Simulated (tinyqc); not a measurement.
# From quasi-Fermi splitting under G back to generation rate G

Model: carrier lifetime from Shockley-Read-Hall, radiative, Auger and surface recombination. Computed by tinyqc, a small Python program. Command: `OMP_NUM_THREADS=1 python tinyqc.py 3023960 3023961 out.jsonl lifetime inv`. One thread of a shared host (Intel(R) Xeon(R) Processor @ 2.30GHz), about 0.04 s of CPU time with the checks.

Energies are counted from the top of the valence band. Boltzmann statistics, full ionisation, and equal excess densities of electrons and holes.

Inputs (values chosen for the exercise, with bands modelled on GaSb):
```
quantity                          value    unit
gap E_g                           0.716      eV
electron mass m_e                0.0402     m_0
valleys M_c                           1       -
hole mass m_h                     0.415     m_0
temperature T                       350       K
doping N                        5.9e+15   cm^-3
trap level E_t                    0.288      eV
trap density N_t                7.9e+11   cm^-3
electron cross-section sigma_n  2.8e-14    cm^2
hole cross-section sigma_p        2e-17    cm^2
radiative coefficient B         6.9e-11  cm^3/s
Auger coefficient C_n           1.6e-31  cm^6/s
Auger coefficient C_p           5.7e-32  cm^6/s
```

Doping: p-type. Surface term: none.

Constants: m_0 = 9.1093837015e-31 kg; k_B = 1.380649e-23 J/K; h = 6.62607015e-34 J s; k_B = 8.617333262e-05 eV/K.

Method:
- N_c = 2 M_c (2 pi m_e k_B T/h^2)^(3/2) and N_v = 2 (2 pi m_h k_B T/h^2)^(3/2), masses in units of m_0.
- n_i = sqrt(N_c N_v) exp(-E_g/2 k_B T); majority density N/2 + sqrt(N^2/4 + n_i^2), minority density n_i^2 over it.
- v = sqrt(3 k_B T/m) with m_e or m_h; tau_n0 = 1/(sigma_n v_n N_t), tau_p0 = 1/(sigma_p v_p N_t); n1 = N_c exp(-(E_g - E_t)/k_B T), p1 = N_v exp(-E_t/k_B T).
- With n = n_0 + dn, p = p_0 + dn and U/dn = 1/tau: (n p - n_i^2)/dn = n_0 + p_0 + dn = s; 1/tau_SRH = s/[tau_p0 (n + n1) + tau_n0 (p + p1)]; 1/tau_rad = B s; 1/tau_Aug = (C_n n + C_p p) s; the rates add.
- dn solves dn/tau_eff(dn) = G (60 bisections in ln dn between 1e-2 and 1e22 cm^-3); the splitting of the quasi-Fermi levels is k_B T ln(n p/n_i^2).

Question. A run gave the result below. Find the generation rate G, known to lie between 1.2e+18 and 2.2e+18 cm^-3 s^-1.

quasi-Fermi splitting under G = 0.1281118 eV

Answer.

Each step takes the trial c = (a f_b - b f_a)/(f_b - f_a), f being the result less the target and a, b, c the logarithms of the listed values; c replaces end b, the old b replaces a if the sign of f changed, and otherwise f_a is halved.

Scan of the range:
```
generation rate G (cm^-3 s^-1)  quasi-Fermi splitting under G (eV)
1.20e+18                                                  0.125345
1.33e+18                                                  0.129471
1.47e+18                                                  0.133572
1.62e+18                                                  0.137630
1.80e+18                                                  0.142109
1.99e+18                                                  0.146437
2.20e+18                                                  0.150811
```

False position (Illinois rule, in the logarithm of the input) inside the bracket:
```
step        end a        end b        trial  quasi-Fermi splitting under G (eV)
1     1.20000e+18  1.33000e+18  1.28568e+18                            0.128102
2     1.33000e+18  1.28568e+18  1.28600e+18                            0.128112
3     1.33000e+18  1.28600e+18  1.28600e+18                            0.128112
4     1.28600e+18  1.28600e+18  1.28600e+18                            0.128112
```

quasi-Fermi splitting under G rises at every point of a 13-point scan of the range (every second point is shown), so one value fits; it is bracketed by 1.20e18 and 1.33e18. Answer: generation rate G = 1.286e18 cm^-3 s^-1.
